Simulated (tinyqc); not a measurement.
What moves the results: six-band Luttinger-Kohn model with strain. A value that a table varies takes the place of the one given here.

Six-band Luttinger-Kohn model in the basis |3/2,3/2>, |3/2,1/2>, |3/2,-1/2>, |3/2,-3/2>, |1/2,1/2>, |1/2,-1/2>, electron energies, zero at the top of the unstrained valence band. H = -[rows: (P+Q, -S, R, 0, -S/r2, r2 R); (-S*, P-Q, 0, R, -r2 Q, r32 S); (R*, 0, P-Q, S, r32 S*, r2 Q); (0, R*, S*, P+Q, -r2 R*, -S*/r2); (-S*/r2, -r2 Q, r32 S, -r2 R, P+Dso, 0); (r2 R*, r32 S*, r2 Q, -S/r2, 0, P+Dso)], r2 = sqrt(2), r32 = sqrt(3/2). Levels are twofold.

P = c g1 k^2 - av tr(e); Q = c g2 (kx^2 + ky^2 - 2 kz^2) - (b/2)(exx + eyy - 2 ezz); R = c sqrt3 [-g2 (kx^2 - ky^2) + 2i g3 kx ky] + (sqrt3/2) b (exx - eyy) - i d exy; S = 2 c sqrt3 g3 (kx - i ky) kz - d (exz - i eyz); c = hbar^2/2m0, e the strain tensor (not engineering shear).

s11 = (C11 + C12)/((C11 - C12)(C11 + 2 C12)), s12 = -C12/((C11 - C12)(C11 + 2 C12)), s44 = 1/C44; exx = s11 sxx + s12 (syy + szz) and cyclic, exy = s44 sxy/2; tension is positive. A uniaxial stress X along the unit vector n is s_ij = X n_i n_j.

Constants: hbar^2/2m0 = 3.80998211 eV angstrom^2.

Values chosen for the exercise (near those of InAs; shifted at random, so the results belong to these values and not to a real crystal):
```
symbol  value           unit  meaning
Dso     0.388           eV    spin-orbit splitting
g1      19.96                 Luttinger gamma1
g2      8.53                  gamma2
g3      9.23                  gamma3
av      0.99            eV    valence hydrostatic potential
b       -1.77           eV    tetragonal shear potential
d       -3.62           eV    trigonal shear potential
C11     85.5            GPa
C12     44              GPa
C44     38.9            GPa
load    uniaxial [111]        kind of stress
X1      1.9             GPa   size of the stress
E_h     15              meV   hole energy below the top
X       -0.56           GPa   stress
```

## Sweep of a uniaxial [111] stress

Edges at k = 0 and curvature masses of the top pair along [110] and [001] (step 0.0002 1/angstrom); at zero stress the top is fourfold and has no single curvature.

Edges and masses:
```
X (GPa)  top (eV)  second (eV)  third (eV)  splitting (meV)  m [110]  m [001]
-2.10      0.0583      -0.0684     -0.4139            126.7    0.030    0.050
-1.40      0.0362      -0.0456     -0.4025             81.8    0.031    0.050
-0.70      0.0165      -0.0228     -0.3937             39.3    0.032    0.050
0.00       0.0000       0.0000     -0.3880              0.0        -        -
0.70       0.0228      -0.0129     -0.3859             35.7    0.093    0.050
1.40       0.0456      -0.0217     -0.3879             67.3    0.093    0.050
2.10       0.0684      -0.0262     -0.3942             94.6    0.093    0.050
```

What does this show, and why?

The splitting reaches 126.7 meV under compression and 94.6 meV under the same tension; linear shear terms alone would make the two equal, and the difference comes from the coupling to the split-off band. At the ends of the sweep the top pair has a mass along [110] of 0.030 under compression and 0.093 under tension, so compression gives the lighter holes along [110]; along [001] it has 0.050 and 0.050. The top edge itself moves by +58 and +68 meV. The ends of the sweep mean strains up to 2.2 %, beyond the range of linear deformation potentials.

## Which stress helps holes along [110]

Each load has size X1 (biaxial: sxx = syy); masses are curvatures of the top pair at k = 0.

Results:
```
load                         splitting (meV)  top edge (meV)  m [110]  m [001]
uniaxial [110], compression            132.1            63.2    0.022    0.164
uniaxial [110], tension                103.6            72.7    0.392    0.028
uniaxial [100], compression            188.6            96.7    0.038    0.152
uniaxial [100], tension                124.0            91.9    0.064    0.035
uniaxial [111], compression            113.6            51.8    0.030    0.050
uniaxial [111], tension                 87.3            61.9    0.093    0.050
biaxial (001), compression             124.0            59.4    0.035    0.345
biaxial (001), tension                 188.6           129.2    0.152    0.021
```

What can be read from the table?

The lightest mass along [110] (0.022) comes with uniaxial [110], compression. The largest splitting (188.6 meV) comes with uniaxial [100], compression; biaxial (001), tension. The heaviest mass along [001] (0.345), which lowers the confinement energy in a (001) channel, comes with biaxial (001), compression. The splitting per GPa follows b (s11 - s12) for loads along cube axes and d s44 for [111]: here 2 |b| (s11 - s12) = 85.3 and |d| s44/sqrt3 = 53.7 meV per GPa in the limit of large Dso; where the splitting nears Dso, mixing with the split-off band makes it depend on the sign of the load.

## Warping of the constant-energy contours (six-band Luttinger-Kohn model)

No strain (e = 0). In the plane kz = 0, |k| where the top and second pairs lie E_h below the top, against the angle from [100]; m = c k^2/E_h.

Contours:
```
angle (degrees)  k top (1/angstrom)  k second (1/angstrom)  m top (m0)  m second (m0)
0                            0.0368                 0.0104       0.345          0.027
9                            0.0375                 0.0104       0.358          0.027
18                           0.0395                 0.0104       0.396          0.027
27                           0.0424                 0.0103       0.457          0.027
36                           0.0454                 0.0103       0.523          0.027
45                           0.0467                 0.0103       0.554          0.027
```

What does this show?

The heavy contour reaches 1.268 times as far along [110] as along [100], the light one 0.987 times. The warping follows g3 - g2 = 0.70 and would vanish for g2 = g3. Along [100] the heavy mass is 1/(g1 - 2 g2) = 0.345 at any energy, while the light one is 0.0275, against 1/(g1 + 2 g2) = 0.0270 at the edge, for E_h/Dso = 0.04.

## What each parameter does

Edges at k = 0 under a uniaxial [111] stress X and the curvature mass of the top pair along [110] (step 0.0002 1/angstrom). Each row changes one parameter from the base and keeps the others.

Results:
```
case            top (eV)  second (eV)  third (eV)  mass (m0)
base              0.0130      -0.0182     -0.3923      0.033
g3 = 7.384        0.0130      -0.0182     -0.3923      0.035
av = 1.188 eV     0.0123      -0.0189     -0.3930      0.033
C11 = 68.4 GPa    0.0126      -0.0186     -0.3927      0.033
d = -2.896 eV     0.0096      -0.0152     -0.3919      0.033
g2 = 10.236       0.0130      -0.0182     -0.3923      0.033
X = -0.672 GPa    0.0158      -0.0219     -0.3934      0.032
Dso = 0.31 eV     0.0132      -0.0182     -0.3146      0.032
```

What can be read from the table?

The largest shifts from the base row, up to three for each result and ties (the steps differ in size, so this ranks the rows, not the parameters). top (eV): d -0.0034, X +0.0028, av -0.0006; unchanged at the printed digits by g3 and g2. second (eV): X -0.0036, d +0.0030, av -0.0006; unchanged at the printed digits by g3, g2 and Dso. third (eV): Dso +0.0777, X -0.0011, av -0.0006; unchanged at the printed digits by g3 and g2. mass (m0): g3 +0.002, Dso -0.000, X -0.000; unchanged at the printed digits by av, C11, d and g2. The Luttinger parameters multiply k^2 and cannot move the edges; av shifts all edges alike and leaves the mass.

Program tinyqc; command `OMP_NUM_THREADS=1 python tinyqc.py 1081006 1081007 out.jsonl`; about 0.04 s on one thread of a shared Intel(R) Xeon(R) Processor @ 2.30GHz.
